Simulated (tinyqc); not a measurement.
Polytypes by hexagonality, and a cubic inclusion as a quantum well, step by step. Values are carried at full precision from step to step, so a last printed digit may differ when a step is redone from the rounded ones.

A layer is h if its two neighbours in the periodic sequence sit on the same site, k otherwise; the hexagonality h is the share of h layers.

Constants: hbar^2/2m0 = 3.80998211 eV angstrom^2.

Inputs chosen for the exercise (of the order of those of GaN; shifted at random, so the results belong to these values and not to a real crystal):
```
symbol  value           unit      meaning
E3      3.289           eV        gap of the cubic polytype
E2      3.49            eV        gap of 2H
Ev2     0.061           eV        valence top of 2H above that of 3C
P2      -0.0202         C/m^2     spontaneous polarisation of 2H
m       (0.212, 0.215)  m0        electron mass along c in the cubic layer and in the host
d       2.585           angstrom  thickness of a double layer
eps     9.2                       dielectric constant
N       8                         double layers in the cubic inclusion
```

## Hexagonality

Stacking sequences:
```
polytype               sequence
6H                       ABCACB
21R       ABCACBACABCBACBCABACB
4H                         ABCB
2H                           AB
15R             ABCACBCABACABCB
```

Give the h/k string and h of each.

Hexagonality:
```
polytype             h/k string       h
6H                       hkkhkk  0.3333
21R       hkkhkkkhkkhkkkhkkhkkk  0.2857
4H                         hkhk  0.5000
2H                           hh  1.0000
15R             hkkhkhkkhkhkkhk  0.4000
```

## Gaps and band edges

Gap: E3 + (E2 - E3) h. Valence top Ev2 h and polarisation P2 h, both counted from 3C; Ec = Ev + gap.

Evaluate for each polytype.

Results:
```
polytype  gap (eV)  Ev (eV)  Ec (eV)  P (C/m^2)
6H          3.3560   0.0203   3.3763   -0.00673
21R         3.3464   0.0174   3.3639   -0.00577
4H          3.3895   0.0305   3.4200   -0.01010
2H          3.4900   0.0610   3.5510   -0.02020
15R         3.3694   0.0244   3.3938   -0.00808
```

The widest gap is that of 2H, the narrowest that of 21R. Ev and Ec both rise with h, so 3C collects electrons and the more hexagonal side holes: a staggered line-up.

## The bound level without the field

A cubic inclusion of width L = N d in the host (h = 1) is a well of depth V = Ec(host) - Ec(3C). Square well with mass mismatch: k tan(k L/2) = (m_w/m_b) q, k = sqrt(m_w E/c), q = sqrt(m_b (V - E)/c), c = hbar^2/2m0, lowest root. The depth of the level, V - E, is its binding, and the transition to the valence top of the host is gap(host) - (V - E). The step in polarisation gives a field |F| = |P|/(eps eps0) in a thin inclusion, eps0 = 8.8541878e-12 F/m.

Give V, L, the level E, its depth below the host conduction edge and the transition to the valence top of the host, gap(host) - (V - E).

V = 0.2620 eV
L = 20.680 angstrom
E above the bottom = 0.1172 eV
depth below the host edge = 0.1448 eV
transition = 3.3452 eV

The level keeps 55 % of the well depth. The transition lies above the gap of 3C itself (3.289 eV).

## The polarisation field

Give |F|, the drop |F| L, the bound charge |P|/e per cm^2 (e = 1.602176634e-19 C), and, as a first estimate, the shift -|F| L/2 of the transition for an electron centred in the layer and a hole in the host on the high side.

|F| = 2.480 MV/cm
drop = 512.8 meV
bound charge = 1.26e+13 cm^-2
estimated shift = -256.4 meV

The drop is 196 % of the well depth. The host edge on the low side sinks by 256 meV against the centre, more than the 145 meV by which the flat well binds, so the level may not survive the field and the estimate must be checked.

## Checks

- Square-well root against finite differences on a grid of 0.5 angstrom (eV): both 0.117.

Program tinyqc; command `OMP_NUM_THREADS=1 python tinyqc.py 1851134 1851135 out.jsonl`; about 0.05 s on one thread of a shared Intel(R) Xeon(R) Processor @ 2.30GHz.
